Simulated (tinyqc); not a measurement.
Inverse iteration on a symmetric matrix, step by step. Computed by tinyqc, a small Python program that keeps every step. Settings: method = inverse, shift = 1.47. Command: `OMP_NUM_THREADS=1 python tinyqc.py 29001 29002 out.jsonl` (the two numbers bound the seeds that draw the settings). One thread of a shared host (Intel(R) Xeon(R) Processor @ 2.60GHz), about 0.01 s of CPU time with the checks.

A, lower triangle:
```
          1         2         3
1  0.415000
2  0.280000  3.526000
3  0.099000  0.006000  4.716000
```

Stop when the residual |A v - lambda v| is below 1e-9.

Steps:
```
step      lambda  residual
1     1.62333977  1.70e+00
2     0.75505210  1.05e+00
3     0.48484139  5.54e-01
4     0.41334836  2.85e-01
5     0.39459242  1.47e-01
6     0.38960807  7.62e-02
7     0.38827124  3.95e-02
8     0.38791101  2.05e-02
9     0.38781373  1.07e-02
10    0.38778743  5.55e-03
11    0.38778032  2.89e-03
12    0.38777839  1.50e-03
13    0.38777787  7.81e-04
14    0.38777773  4.06e-04
15    0.38777770  2.11e-04
16    0.38777768  1.10e-04
17    0.38777768  5.72e-05
18    0.38777768  2.97e-05
19    0.38777768  1.55e-05
20    0.38777768  8.04e-06
21    0.38777768  4.18e-06
22    0.38777768  2.18e-06
23    0.38777768  1.13e-06
24    0.38777768  5.88e-07
25    0.38777768  3.06e-07
26    0.38777768  1.59e-07
27    0.38777768  8.28e-08
28    0.38777768  4.30e-08
29    0.38777768  2.24e-08
30    0.38777768  1.16e-08
```

Can the last value be used, and what does the course show?

Not by the stop rule, although the second column moves by less than 1e-07 over the last three steps. Not converged in 30 steps: the residual falls only by the ratio of the two smallest distances of eigenvalues from the shift, 0.52 a step. all eigenvalues, for comparison: 0.387778  3.550813  4.718409.
